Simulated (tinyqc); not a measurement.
Inside a calculation. Model: MOS inversion layer, Poisson-Schroedinger loop.

Numbers from tinyqc (`OMP_NUM_THREADS=1 python tinyqc.py 2160084 2160085 out.jsonl`; about 0.5 s on one thread of a shared Intel Xeon 2.30GHz). Printed values are rounded.

Electrons confined at an insulator interface at z = 0, treated as a hard wall; parabolic valleys, Hartree approximation, no image or exchange terms. The depletion charge lies far deeper than the electrons and gives a uniform field q Nd/(eps0 eps_r); the gate balances all charge. Energies are counted from the band edge at the interface.

Values chosen for this exercise; masses and permittivity close to those of 4H silicon carbide (0001): temperature T = 300 K; relative permittivity eps_r = 9.64; mass along z of valley set A (3 valley(s)) mz1 = 0.324 m0; in-plane density-of-states mass of set A md1 = 0.427 m0; sheet density of electrons Ns = 9.8e12 cm^-2; sheet density of depletion charge Nd = 1.2e12 cm^-2; mesh step hz = 0.66 nm; mixing factor a = 0.3.

Constants: q = 1.602176634e-19 C, kB = 1.380649e-23 J/K, hbar = 1.054571817e-34 J s, m0 = 9.1093837015e-31 kg, Vt = kB T/q, eps0 = 8.8541878128e-14 F/cm where lengths are in cm, hbar^2/(2 m0) = 0.0380998212 eV nm^2. Results are converted to the units shown.

## Fixed part of the potential

z, node 1 to 14 (nm): 0.66  1.32  1.98  2.64  3.3  3.96  4.62  5.28  5.94  6.6  7.26  7.92  8.58  9.24

V0 = q Nd z/(eps0 eps_r) in eV.

fixed potential V0, node 1 to 14 (eV): 0.014867  0.029733  0.044600  0.059466  0.074333  0.089199  0.104066  0.118932  0.133799  0.148665  0.163532  0.178398  0.193265  0.208132

## Round 1: levels and probability densities

self-consistent potential U at the start, node 1 to 14 (eV): 0  0  0  0  0  0  0  0  0  0  0  0  0  0

Tridiagonal Hamiltonian with psi = 0 one step beyond both ends: H_ii = C (1/m_(i-1/2) + 1/m_(i+1/2))/hz^2 + V0_i + U_i, H_(i,i+1) = -C/(m_(i+1/2) hz^2), C = hbar^2/(2 m0). The lowest 2 level(s) are kept, normalised to hz sum |psi|^2 = 1. The mass is the same on all intervals.

levels (eV): A1 0.090849, A2 0.158640

```
node  |psi|^2 of A1 (1/nm)  |psi|^2 of A2 (1/nm)
1                 0.078731              0.077596
2                 0.232521              0.167088
3                 0.330222              0.118182
4                 0.323356              0.017839
5                 0.246543              0.015806
6                 0.155267              0.119536
7                 0.083601              0.227360
8                 0.039360              0.261643
9                 0.016458              0.221802
10                0.006177              0.149822
11                0.002091              0.083449
12                0.000634              0.038384
13                0.000164              0.013759
14                0.000028              0.002886
```

## Round 1: Fermi level and occupations

Level k holds N_k = D_k Vt ln(1 + exp((EF - E_k)/Vt)) with D = 3 md1 m0 q/(pi hbar^2) per eV (spin included); EF is fixed by sum N_k = Ns.

EF = 0.0882814 eV
N_k (cm^-2): A1 8.91884e12, A2 8.81162e11

## Round 1: density, output potential and mixing

n_i = sum_k N_k |psi_k|^2 (converted to cm^-3). Hartree part by Gauss: on the interval before node i the electrons still beyond are S_i = Ns - hz sum_(j<i) n_j, and U_i = U_(i-1) + q S_i hz/(eps0 eps_r) in eV, U_0 = 0 at the interface. Mixing: U(new) = U + a (U(out) - U).

```
node  n (1e19 cm^-3)  U(out) (eV)  U after round 1 (eV)
1            0.77056     0.121410              0.036423
2            2.22105     0.236520              0.070956
3            3.04934     0.333468              0.100041
4            2.89968     0.405484              0.121645
5            2.21281     0.453790              0.136137
6            1.49013     0.484003              0.145201
7            0.94596     0.502032              0.150610
8            0.58160     0.512326              0.153698
9            0.34223     0.517864              0.155359
10           0.18711     0.520605              0.156181
11           0.09218     0.521815              0.156544
12           0.03948     0.522272              0.156681
13           0.01358     0.522405              0.156722
14           0.00279     0.522428              0.156728
```

## Course of the self-consistent loop

Start from U = 0. Stop when the largest |U(out) - U| is below 1e-7 eV, or after 120 rounds.

Course of the iteration:
```
round  level A1 (eV)    EF (eV)  largest |U(out) - U| (eV)
1          0.0908493  0.0882814                      0.522
2           0.193111   0.192786                      0.223
3           0.245632   0.245621                      0.130
4           0.277975   0.278046                     0.0812
5           0.298820   0.298903                     0.0532
6           0.312569   0.312642                     0.0353
7           0.321771   0.321829                     0.0236
8           0.327993   0.328035                     0.0160
9           0.332230   0.332260                     0.0108
...              ...        ...                        ...
33          0.341583   0.341583                    1.66e-6
34          0.341583   0.341584                    1.16e-6
35          0.341584   0.341584                    8.06e-7
36          0.341584   0.341584                    5.62e-7
37          0.341584   0.341585                    3.91e-7
38          0.341584   0.341585                    2.73e-7
39          0.341584   0.341585                    1.90e-7
40          0.341584   0.341585                    1.33e-7
41          0.341584   0.341585                    9.25e-8
```

Converged in 41 rounds. Towards the end the residual shrinks by a factor of about 0.70 a round.

## Converged levels, occupations and centroid

converged U, node 1 to 14 (eV): 0.121410  0.216316  0.270683  0.296600  0.308002  0.312999  0.315267  0.316321  0.316802  0.317008  0.317088  0.317115  0.317122  0.317124

Solve for the levels with V0 + U, find EF, n_i = sum_k N_k |psi_k|^2 (in cm^-3); share of each level N_k/Ns; centroid sum n z/sum n.

levels (eV): A1 0.341584, A2 0.449519
EF = 0.341585 eV
shares (%): A1 97.8463, A2 2.1537
n, node 1 to 14 (in units of 1e19 cm^-3): 3.24146  4.95789  3.47949  1.77513  0.78340  0.33376  0.14846  0.07009  0.03358  0.01541  0.00649  0.00243  0.00075  0.00014
centroid = 1.72392 nm

An 800-node mesh to 16 nm with 8 levels a set gives A1 = 0.3463 eV, EF = 0.3464 eV and a centroid of 1.766 nm; the levels kept above hold 99.8 % of the electrons there. The coarse centroid is 2.4 % below the fine one.

## Closed-form estimates

Triangular well: E_k = a_k (C F^2/mz)^(1/3), a_1 = 2.338107, a_2 = 4.087949, C = hbar^2/(2 m0), F in eV/nm. Fang-Howard (all electrons in the lowest level of set A): b^3 = 6 (mz1/C) q (Nd + 11 Ns/32)/(eps0 eps_r), centroid 3/b, level C b^2/(4 mz1) + (3/b) q (Nd + 11 Ns/16)/(eps0 eps_r). Use F = q (Nd + Ns)/(eps0 eps_r), the surface field, and F = q (Nd + Ns/2)/(eps0 eps_r).

A1 with the surface field = 0.400168 eV
A1 with Nd + Ns/2 = 0.270105 eV
A2 with Nd + Ns/2 = 0.472253 eV
b = 1.63563 1/nm
Fang-Howard centroid = 1.83416 nm
Fang-Howard level = 0.351926 eV

Against the self-consistent A1 = 0.3463 eV on a fine mesh, the surface-field estimate is 16 % above it, the half-charge one 22 % below it and Fang-Howard 1.6 % above it. A1 holds 98.0 % of the electrons, and the Fang-Howard centroid is 3.8 % above the full one.
